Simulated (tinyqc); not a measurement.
Matthiessen's rule against the full average: mobility of a non-polar semiconductor in the relaxation-time approximation. Computed by tinyqc, a small Python program. Command: `OMP_NUM_THREADS=1 python tinyqc.py 3031318 3031319 out.jsonl rta walk`. One thread of a shared host (Intel(R) Xeon(R) Processor @ 2.30GHz), about 0.01 s of CPU time with the checks.

Each valley is treated as a sphere of mass m_d for states and rates, with one isotropic relaxation time; the conductivity mass m_c sets the current.

Inputs (values chosen for the exercise, modelled on holes in silicon):
```
quantity,value,unit
longitudinal mass m_l,0.494,m_0
transverse mass m_t,0.494,m_0
equivalent valleys Z,1,-
static permittivity eps_s,11.7,-
density rho,2329,kg/m^3
sound velocity v_l,8970,m/s
acoustic deformation potential D_A,6,eV
phonon energy hbar w,65,meV
optical or intervalley deformation potential D_o,10,1e8 eV/cm
final valleys Z_f,1,-
carrier density n,3.2e+18,1/cm^3
compensation ratio C,0,-
temperature T,300,K
alloy fraction x,0.27,-
alloy potential U,1.2,eV
lattice constant a,5.56,angstrom
```

Band: parabolic. Impurity formula: Conwell-Weisskopf. Further scattering: alloy.

Constants: k_B = 8.617333262e-05 eV/K; m_0 = 9.1093837015e-31 kg; e = 1.602176634e-19 C; hbar = 1.054571817e-34 J s; eps_0 = 8.8541878128e-12 F/m; k_B = 1.380649e-23 J/K; hbar = 6.582119569e-16 eV s.

Method:
- m_d = (m_l m_t^2)^(1/3); 1/m_c = (1/m_l + 2/m_t)/3; Hall mass factor A = 3 K_m (K_m + 2)/(2 K_m + 1)^2, K_m = m_l/m_t; N_I = n (1 + C)/(1 - C).
- Parabolic band: E = hbar^2 k^2/(2 m), speed v = hbar k/m, states per spin, volume and energy g(E) = m k/(2 pi^2 hbar^2). Here m = m_d. Masses are multiplied by m_0 and all formulas are in SI units.
- The reduced Fermi level eta = E_F/(k_B T) solves n = 2 Z int g f dE with f = 1/(1 + exp(x - eta)) (Z = 1 unless valleys are given); screening length L_s = sqrt(eps_s eps_0 k_B T/(e^2 dn/deta)), dn/deta = 2 Z int g f (1 - f) dE.
- Integrals over x = E/(k_B T) use 160 Gauss-Legendre points in u = sqrt(x) from 0 to sqrt(max(eta, 0) + 32).
- Phonon occupation N_q = 1/(exp(hbar w/(k_B T)) - 1).
- Acoustic deformation potential (elastic, equipartition, absorption and emission together): 1/tau = 2 pi k_B T D_A^2 g(E)/(hbar rho v_l^2).
- Optical or intervalley deformation potential: 1/tau = (pi Z_f D_o^2/(rho w)) [N_q g(E + hbar w) + (N_q + 1) g(E - hbar w)], with g = 0 below the band edge.
- Each optical term is multiplied by (1 - f(E'))/(1 - f(E)), E' the final energy, for Pauli blocking.
- Singly charged impurities, momentum relaxation: 1/tau = N_I e^4 m (1 + 2 alpha E) Phi/(8 pi (eps_s eps_0)^2 hbar^3 k^3), with alpha = 0 for a parabolic band.
- Conwell-Weisskopf: Phi = ln(1 + y^2), y = 4 pi eps_s eps_0 E N_I^(-1/3)/e^2 (largest impact parameter N_I^(-1/3)/2).
- Alloy disorder: 1/tau = (2 pi/hbar) Omega x (1 - x) U^2 g(E), Omega = a^3/4 (other conventions for Omega rescale U).
- mu = (m_d/m_c) (2 Z e/(3 n k_B T)) int g v^2 tau f (1 - f) dE.
- Averages over x are split at the emission threshold x_0 = hbar w/(k_B T): 64 Gauss-Legendre points in sqrt(x) below it and 128 in sqrt(x - x_0) above it, up to x = max(eta, 0) + 32.
- Rates are added at each energy before the average. With <y> = int g v^2 y f (1 - f) dE: Hall factor r_H = A (3 n k_B T/(2 Z m_d)) <tau^2/(1 + 2 alpha E)>/<tau>^2 (alpha = 0 for a parabolic band); Hall mobility r_H mu; |S| = (k_B/e) (<x tau>/<tau> - eta); resistivity 1/(n e mu).
- Matthiessen's rule adds 1/mu of the separate processes.

acoustic mobility = 1763.09 cm^2/(V s)

optical mobility = 2793.68 cm^2/(V s)

ionised impurity mobility = 383.231 cm^2/(V s)

alloy mobility = 115.031 cm^2/(V s)

drift mobility mu = 72.8047 cm^2/(V s)

Separate mobilities:
```
process,mu (cm^2/(V s)),share of the sum of 1/mu (%)
acoustic,1763.1,4.638
optical,2793.7,2.927
ionised impurity,383.2,21.340
alloy,115.0,71.094
```

mobility by Matthiessen's rule = 81.780 cm^2/(V s)

excess of Matthiessen's rule over the full mu = 12.328 %

What follows from these numbers?

The rule gives 81.78 against the full 72.80, 12.3 % too high; it can only overestimate, since each separate average is carried by the energies where that process is weak. The largest shares are alloy (71 %) and ionised impurity (21 %). Caution: above a few 1e18 per cm^3 the Born approximation, static screening and an unperturbed band are rough; measured mobilities are usually lower.

Extremes, crossings and ranges named in words are read from the listed rows.
